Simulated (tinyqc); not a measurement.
Inside a calculation. Method: FCI on RHF in the 6-31g basis, for H2, spin multiplicity 1. One step of it, computed by the program tinyqc.

Question. FCI: roots. Diagonalise (each vector has its largest component positive (the first on a tie)); all determinants have Ms = 0, so triplets appear too. The lowest singlet root is the correlation energy.

Occupation strings over the orbitals (2 doubly, a alpha, b beta, 0 empty; spin orbitals ordered 1a 1b 2a 2b ...): 2000 ab00 a0b0 a00b ba00 b0a0 b00a 0200 0ab0 0a0b 0ba0 0020 00ab 0b0a 00ba 0002

H - E(HF) between determinants (hartree), lower triangle:
```
           2000       ab00       a0b0       a00b       ba00       b0a0       b00a       0200
2000   0.000000
ab00   0.000000   0.468714
a0b0   0.000000   0.000000   0.953735
a00b   0.000000   0.063379   0.000000   1.443811
ba00   0.000000  -0.082608   0.000000   0.079829   0.468714
b0a0   0.000000   0.000000  -0.108113   0.000000   0.000000   0.953735
b00a   0.000000   0.079829   0.000000  -0.135155   0.063379   0.000000   1.443811
0200   0.082608   0.000000  -0.017261   0.000000   0.000000   0.017261   0.000000   1.096778
0ab0   0.000000  -0.017261   0.000000  -0.086583   0.112412   0.000000   0.074364   0.000000
0a0b  -0.079829   0.000000  -0.086583   0.000000   0.000000   0.024337   0.000000   0.150260
0ba0   0.000000   0.112412   0.000000   0.074364  -0.017261   0.000000  -0.086583   0.000000
0020   0.108113   0.000000  -0.044196   0.000000   0.000000   0.044196   0.000000   0.035396
00ab   0.000000  -0.074364   0.000000   0.034797   0.024337   0.000000  -0.123842   0.000000
0b0a   0.079829   0.000000   0.024337   0.000000   0.000000  -0.086583   0.000000  -0.150260
00ba   0.000000   0.024337   0.000000  -0.123842  -0.074364   0.000000   0.034797   0.000000
0002   0.135155   0.000000   0.123842   0.000000   0.000000  -0.123842   0.000000   0.069114

           0ab0       0a0b       0ba0      0020       00ab       0b0a      00ba      0002
0ab0   1.482851
0a0b   0.000000   1.908913
0ba0  -0.035396   0.000000   1.482851
0020   0.000000  -0.005055   0.000000  1.954494
00ab  -0.005055   0.000000  -0.106261  0.000000   2.406378
0b0a   0.000000  -0.069114   0.000000  0.005055   0.000000   1.908913
00ba  -0.106261   0.000000  -0.005055  0.000000  -0.131714   0.000000  2.406378
0002   0.000000   0.038711   0.000000  0.131714   0.000000  -0.038711  0.000000  2.951441
```

Give: lowest roots of this matrix, relative to E(HF); lowest vectors; <S^2> of these roots; weight of the ground state by excitation level 0, 1, 2, ....

Answer.

lowest roots of this matrix, relative to E(HF) (hartree): -0.0255  0.3556  0.5298  0.8417  1.0253  1.0546  1.3201  1.3675

lowest vectors:
```
       root 1   root 2   root 3  root 4
2000   0.9923   0.0000   0.0000  0.0000
ab00   0.0000   0.6966   0.7002  0.0000
a0b0   0.0063   0.0000   0.0000  0.7057
a00b   0.0000  -0.1045   0.0209  0.0000
ba00   0.0000   0.6966  -0.7002  0.0000
b0a0  -0.0063   0.0000   0.0000  0.7057
b00a   0.0000  -0.1045  -0.0209  0.0000
0200  -0.0812   0.0000   0.0000  0.0000
0ab0   0.0000  -0.0609   0.0924  0.0000
0a0b   0.0467   0.0000   0.0000  0.0440
0ba0   0.0000  -0.0609  -0.0924  0.0000
0020  -0.0494   0.0000   0.0000  0.0000
00ab   0.0000   0.0098   0.0281  0.0000
0b0a  -0.0467   0.0000   0.0000  0.0440
00ba   0.0000   0.0098  -0.0281  0.0000
0002  -0.0427   0.0000   0.0000  0.0000
```

<S^2> of these roots: 0.0000  2.0000  0.0000  2.0000  0.0000  0.0000  2.0000  0.0000

weight of the ground state by excitation level 0, 1, 2, ...: 0.9847  0.0001  0.0152
